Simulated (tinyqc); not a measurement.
## Site energy and hopping from one surface Green function

Problem. A semi-infinite chain with site energy e0 and hopping -t has g_s = 1/(E - e0 - t^2 g_s). Inside the band |g_s| = 1/t and Re g_s = (E - e0)/(2 t^2). Find t and e0.

g_s at E = 0.94 eV = 0.16735254-0.33040481i 1/eV

Solution. t = 1/|g_s|, and e0 = E - 2 t^2 Re g_s.

t = 2.70 eV
e0 = -1.50 eV

Program tinyqc, `OMP_NUM_THREADS=1 python tinyqc.py 2680015 2680016 out.jsonl`; Intel Xeon 2.30GHz, shared host, one thread, about 0.06 s.
